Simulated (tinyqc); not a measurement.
Double-gate transistor below threshold, two-dimensional Poisson equation on a small mesh: one step of the calculation.

Half of a symmetric double-gate structure: row 0 is the mid-plane of the body, where the normal field vanishes. Mobile charge is neglected (subthreshold), the body is fully depleted, and potentials are counted from the intrinsic level; rows run upward to the gate, columns from source to drain.

Question. Barrier, swing and barrier lowering. The barrier is read along row 0, the path farthest from the gate. Take the node j of lowest psi: barrier Vbi - psi_j; swing Vt ln 10/(d psi_j/dVg); DIBL = (d psi_j/dVd)/(d psi_j/dVg). The derivatives solve the same equations with s = 0 and a unit change of that voltage.

Values chosen for this exercise:
- T = 325 K (temperature)
- Vbi = 0.58 V (potential of the source)

Constants: q = 1.602176634e-19 C, kB = 1.380649e-23 J/K, Vt = kB T/q. Results are converted to the units shown.

converged psi (V):

|  | j=0 | j=1 | j=2 | j=3 | j=4 | j=5 | j=6 |
|---|---|---|---|---|---|---|---|
| row 0 | 0.58000000 | 0.26706525 | 0.13852246 | 0.11606291 | 0.18104901 | 0.39236916 | 0.88000000 |
| row 1 | 0.58000000 | 0.25445104 | 0.13424881 | 0.11377434 | 0.17248831 | 0.36996478 | 0.88000000 |
| row 2 | 0.58000000 | 0.21214467 | 0.12278173 | 0.10866756 | 0.14841906 | 0.29503018 | 0.88000000 |
| row 3 | 0.34000000 | 0.15852005 | 0.11210046 | 0.10483490 | 0.12522009 | 0.20136604 | 0.49000000 |
| row 4 | 0.10000000 | 0.10000000 | 0.10000000 | 0.10000000 | 0.10000000 | 0.10000000 | 0.10000000 |

d psi/dVg on row 0: j=0 0.00000000, j=1 0.56703257, j=2 0.81193978, j=3 0.87516818, j=4 0.81193978, j=5 0.56703257, j=6 0.00000000
d psi/dVd on row 0: j=0 0.0000000, j=1 0.0076439, j=2 0.0231525, j=3 0.0624159, j=4 0.1649077, j=5 0.4253236, j=6 1.0000000

Give: j; barrier; swing; DIBL.

Answer.

j = 3
barrier = 0.4639 V
swing = 73.69 mV/decade
DIBL = 71.32 mV/V

Computed by the program tinyqc: `OMP_NUM_THREADS=1 python tinyqc.py 2480096 2480097 out.jsonl`, one thread of a shared Intel Xeon 2.30GHz, about 0.09 s for the whole run.
